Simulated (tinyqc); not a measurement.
Dopants and charged point defects at anneal temperature: Fermi-level effect, clustering and pairing: one step, computed by the program tinyqc.

Boltzmann statistics and full ionisation of active dopants. Energies are counted from the valence band; the defect (a vacancy or self-interstitial) has five charge states, with all degeneracy factors one.

Question. Charged defects. C_0 = N_s exp(S_f/k_B) exp(-H_f/k_B T). Ratios to the neutral state at E_F = E_i: r_+ = exp((E(+/0) - E_i)/k_B T), r_2+ = r_+ exp((E(2+/+) - E_i)/k_B T), r_- = exp((E_i - E(0/-))/k_B T), r_2- = r_- exp((E_i - E(-/2-))/k_B T); at other E_F state q scales as chi^(-q). The enhancement is sum r_q chi^(-q)/sum r_q. The charge on the defects is left out of neutrality.

Inputs (values chosen for the exercise, with bands modelled on InP):

| quantity | value | unit |
|---|---|---|
| anneal temperature T | 1010 | K |
| formation enthalpy of the neutral defect H_f | 3.3 | eV |
| formation entropy S_f | 6 | k_B |
| site density N_s | 4.3e+22 | cm^-3 |

Dopant: donor. Second part: pairing with a mobile impurity.

defect levels as fractions of E_g(T): (2+/+), (+/0), (0/-), (-/2-): 0.1  0.22  0.46  0.68

E_g = 1.106214 eV

k_B T = 0.08703507 eV

n_i = 2.689765e+16 cm^-3

E_i = 0.6854354 eV

chi = 223.0723

Give: neutral defects C_0; Charge states; all defects, doped; enhancement over intrinsic; mean charge.

Answer.

neutral defects C_0 = 5.924e+08 cm^-3

Charge states:

| state | ratio r | intrinsic (cm^-3) | doped (cm^-3) |
|---|---|---|---|
| 2+ | 8.431e-06 | 4.995e+03 | 1.004e-01 |
| + | 6.225e-03 | 3.688e+06 | 1.653e+04 |
| 0 | 1.000e+00 | 5.924e+08 | 5.924e+08 |
| - | 7.605e+00 | 4.505e+09 | 1.005e+12 |
| 2- | 3.530e+00 | 2.091e+09 | 1.041e+14 |

all defects, doped = 1.051e+14 cm^-3

enhancement over intrinsic = 14609

mean charge = -1.990 e

Doping leaves the neutral state alone and multiplies the total by 14600; the most common state is 2- (in intrinsic material -). Caution: the carrier density exceeds the effective density of states, where Boltzmann statistics understate the shift of E_F and so the density of charged defects (gap narrowing, also left out, works the other way).
